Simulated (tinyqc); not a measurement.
UHF in the sto-6g basis, for BeH, spin multiplicity 2, step by step (part 3 of 3). Computed by tinyqc, a small Python program that keeps every step (integrals from PySCF). Command: `OMP_NUM_THREADS=1 python tinyqc.py 25811 25812 out.jsonl` (the two numbers bound the seeds that draw the settings). One thread of a shared host (Intel(R) Xeon(R) Processor @ 2.60GHz), about 0.2 s of CPU time with the checks.

Geometry (angstrom):
```
atom         x         y         z
Be    0.000000  0.000000  0.000000
H     0.000000  0.000000  1.442000
```

## Iteration 10 (converged): orbitals

converged F(alpha) (hartree), order 1Be 1s, 1Be 2s, 1Be 2px, 1Be 2py, 1Be 2pz, 2H 1s:
$$\begin{pmatrix}
-4.585052 & -1.244723 & 0.000000 & 0.000000 & -0.000238 & -0.287470 \\
-1.244723 & -0.631536 & 0.000000 & 0.000000 & 0.031446 & -0.364826 \\
0.000000 & 0.000000 & 0.193909 & 0.000000 & 0.000000 & 0.000000 \\
0.000000 & 0.000000 & 0.000000 & 0.193909 & 0.000000 & 0.000000 \\
-0.000238 & 0.031446 & 0.000000 & 0.000000 & -0.162340 & -0.330410 \\
-0.287470 & -0.364826 & 0.000000 & 0.000000 & -0.330410 & -0.298497
\end{pmatrix}$$

converged F(beta) (hartree), order 1Be 1s, 1Be 2s, 1Be 2px, 1Be 2py, 1Be 2pz, 2H 1s:
$$\begin{pmatrix}
-4.554872 & -1.239724 & 0.000000 & 0.000000 & -0.001404 & -0.283571 \\
-1.239724 & -0.415452 & 0.000000 & 0.000000 & -0.206471 & -0.376248 \\
0.000000 & 0.000000 & 0.247506 & 0.000000 & 0.000000 & 0.000000 \\
0.000000 & 0.000000 & 0.000000 & 0.247506 & 0.000000 & 0.000000 \\
-0.001404 & -0.206471 & 0.000000 & 0.000000 & 0.088127 & -0.294694 \\
-0.283571 & -0.376248 & 0.000000 & 0.000000 & -0.294694 & -0.231467
\end{pmatrix}$$

X, order 1Be 1s, 1Be 2s, 1Be 2px, 1Be 2py, 1Be 2pz, 2H 1s:
$$\begin{pmatrix}
0.221096 & 0.795088 & 0.000000 & 0.000000 & 0.598840 & 0.186096 \\
-0.838577 & -0.586712 & 0.000000 & 0.000000 & 0.447076 & 0.385765 \\
0.000000 & 0.000000 & -0.543194 & 0.839607 & 0.000000 & 0.000000 \\
0.000000 & 0.000000 & 0.839607 & 0.543194 & 0.000000 & 0.000000 \\
-0.886764 & 0.487471 & 0.000000 & 0.000000 & -0.511848 & 0.373143 \\
1.181151 & -0.199401 & 0.000000 & 0.000000 & -0.178963 & 0.519186
\end{pmatrix}$$

Diagonalise F' = X^T F X, C = X C', fill 3 alpha and 2 beta electrons from the bottom; D(s) = C_occ C_occ^T. Each column has its largest component positive (the first on a tie).

F' = X^T F X (alpha) (hartree):
$$\begin{pmatrix}
0.560797 & -0.295370 & 0.000000 & 0.000000 & -0.169715 & -0.143268 \\
-0.295370 & -1.953203 & 0.000000 & 0.000000 & -1.911828 & -0.808886 \\
0.000000 & 0.000000 & 0.193909 & 0.000000 & 0.000000 & 0.000000 \\
0.000000 & 0.000000 & 0.000000 & 0.193909 & 0.000000 & 0.000000 \\
-0.169715 & -1.911828 & 0.000000 & 0.000000 & -2.443838 & -0.982671 \\
-0.143268 & -0.808886 & 0.000000 & 0.000000 & -0.982671 & -0.855238
\end{pmatrix}$$

orbital energies (alpha) (hartree): MO1 -4.586535, MO2 -0.428695, MO3 -0.276291, MO4 0.193909, MO5 0.193909, MO6 0.600039

coefficients C (alpha), order 1Be 1s, 1Be 2s, 1Be 2px, 1Be 2py, 1Be 2pz, 2H 1s:
$$\begin{pmatrix}
0.994850 & -0.185156 & -0.181652 & 0.000000 & 0.000000 & 0.131462 \\
0.020031 & 0.545368 & 0.727615 & 0.000000 & 0.000000 & -0.754244 \\
0.000000 & 0.000000 & 0.000000 & -0.473239 & 0.880934 & 0.000000 \\
0.000000 & 0.000000 & 0.000000 & 0.880934 & 0.473239 & 0.000000 \\
0.000866 & 0.189322 & -0.649375 & 0.000000 & 0.000000 & -0.983703 \\
-0.002178 & 0.571727 & -0.263686 & 0.000000 & 0.000000 & 1.157607
\end{pmatrix}$$

F' = X^T F X (beta) (hartree):
$$\begin{pmatrix}
0.599303 & -0.301244 & 0.000000 & 0.000000 & -0.177344 & -0.097754 \\
-0.301244 & -1.677887 & 0.000000 & 0.000000 & -2.138056 & -0.794622 \\
0.000000 & 0.000000 & 0.247506 & 0.000000 & 0.000000 & 0.000000 \\
0.000000 & 0.000000 & 0.000000 & 0.247506 & 0.000000 & 0.000000 \\
-0.177344 & -2.138056 & 0.000000 & 0.000000 & -2.202245 & -1.000054 \\
-0.097754 & -0.794622 & 0.000000 & 0.000000 & -1.000054 & -0.827015
\end{pmatrix}$$

orbital energies (beta) (hartree): MO1 -4.556417, MO2 -0.395470, MO3 0.194087, MO4 0.247506, MO5 0.247506, MO6 0.649956

coefficients C (beta), order 1Be 1s, 1Be 2s, 1Be 2px, 1Be 2py, 1Be 2pz, 2H 1s:
$$\begin{pmatrix}
0.994835 & -0.166540 & -0.215930 & 0.000000 & 0.000000 & 0.101152 \\
0.020394 & 0.482938 & 0.869490 & 0.000000 & 0.000000 & -0.637554 \\
0.000000 & 0.000000 & 0.000000 & 0.743931 & -0.668257 & 0.000000 \\
0.000000 & 0.000000 & 0.000000 & 0.668257 & 0.743931 & 0.000000 \\
0.002686 & 0.317316 & -0.505688 & 0.000000 & 0.000000 & -1.033821 \\
-0.003505 & 0.545200 & -0.321544 & 0.000000 & 0.000000 & 1.155775
\end{pmatrix}$$

D(alpha) after iteration 10, order 1Be 1s, 1Be 2s, 1Be 2px, 1Be 2py, 1Be 2pz, 2H 1s:
$$\begin{pmatrix}
1.057008 & -0.213224 & 0.000000 & 0.000000 & 0.083767 & -0.060126 \\
-0.213224 & 0.827250 & 0.000000 & 0.000000 & -0.369227 & 0.119896 \\
0.000000 & 0.000000 & 0.000000 & 0.000000 & 0.000000 & 0.000000 \\
0.000000 & 0.000000 & 0.000000 & 0.000000 & 0.000000 & 0.000000 \\
0.083767 & -0.369227 & 0.000000 & 0.000000 & 0.457531 & 0.279470 \\
-0.060126 & 0.119896 & 0.000000 & 0.000000 & 0.279470 & 0.396407
\end{pmatrix}$$

D(beta) after iteration 10, order 1Be 1s, 1Be 2s, 1Be 2px, 1Be 2py, 1Be 2pz, 2H 1s:
$$\begin{pmatrix}
1.017433 & -0.060139 & 0.000000 & 0.000000 & -0.050173 & -0.094284 \\
-0.060139 & 0.233645 & 0.000000 & 0.000000 & 0.153299 & 0.263226 \\
0.000000 & 0.000000 & 0.000000 & 0.000000 & 0.000000 & 0.000000 \\
0.000000 & 0.000000 & 0.000000 & 0.000000 & 0.000000 & 0.000000 \\
-0.050173 & 0.153299 & 0.000000 & 0.000000 & 0.100697 & 0.172991 \\
-0.094284 & 0.263226 & 0.000000 & 0.000000 & 0.172991 & 0.297255
\end{pmatrix}$$

Within a degenerate level the vectors are fixed only up to a rotation; this is one choice.

## Convergence

Stop when the energy changes by less than 1e-09 hartree and every element of the error matrix X^T (F D S - S D F) X (for each spin) is below 9e-06.

Course of the cycle:
```
iteration   E (hartree)     change  largest element of the error matrix
1          -15.17877056          -                             2.11e-01
2          -15.05127093   1.27e-01                             6.94e-02
3          -15.07604023  -2.48e-02                             3.24e-02
4          -15.08619398  -1.02e-02                             9.15e-03
5          -15.08704331  -8.49e-04                             6.93e-03
6          -15.08750605  -4.63e-04                             1.37e-03
7          -15.08751861  -1.26e-05                             3.42e-04
8          -15.08751943  -8.19e-07                             1.13e-04
9          -15.08751947  -4.11e-08                             2.98e-06
10         -15.08751947  -8.25e-11                             4.91e-07
```

PySCF UHF in the same basis, after a stability check = -15.08751947 hartree

Converged in 10 iterations.

## Populations, bond orders and dipole

overlap S, order 1Be 1s, 1Be 2s, 1Be 2px, 1Be 2py, 1Be 2pz, 2H 1s:
$$\begin{pmatrix}
1.000000 & 0.254764 & 0.000000 & 0.000000 & 0.000000 & 0.057496 \\
0.254764 & 1.000000 & 0.000000 & 0.000000 & 0.000000 & 0.420262 \\
0.000000 & 0.000000 & 1.000000 & 0.000000 & 0.000000 & 0.000000 \\
0.000000 & 0.000000 & 0.000000 & 1.000000 & 0.000000 & 0.000000 \\
0.000000 & 0.000000 & 0.000000 & 0.000000 & 1.000000 & 0.494841 \\
0.057496 & 0.420262 & 0.000000 & 0.000000 & 0.494841 & 1.000000
\end{pmatrix}$$

Mulliken: Z minus the diagonal of D S on the atom; Loewdin: the same with S^(1/2) D S^(1/2); Mayer order: 2 sum_s sum (D(s) S)_ij (D(s) S)_ji over the two atoms.

Charges (e):
```
atom   Mulliken    Loewdin  Mulliken spin
1Be    0.069693   0.056499       0.906431
2H    -0.069693  -0.056499       0.093569
```

Mayer bond orders:
```
pair     order
2-1   0.986388
```

dipole moment about the origin, x y z (debye): [0.000000, 0.000000, -0.687638]

<S^2> of the determinant (pure state: 0.75) = 0.752253
